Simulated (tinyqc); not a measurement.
Series resistance and mobility from two gate lengths.

Problem. At small Vds the total resistance times width is 2 Rs + L/(mu Q), with the same mu and Q at both lengths. Find mu and Rs.

total resistance at L = 40 and 80 nm (ohm um): 284.73946  389.47892
Q = 0.67 uC/cm^2

Solution. The slope against L is 1/(mu Q), and the intercept at L = 0 is 2 Rs.

mu = 570.0 cm^2/(V s)
Rs = 90.00 ohm um

Computed by the program tinyqc: `OMP_NUM_THREADS=1 python tinyqc.py 2380086 2380087 out.jsonl`, one thread of a shared Intel Xeon 2.30GHz, about 0.01 s for the whole run.
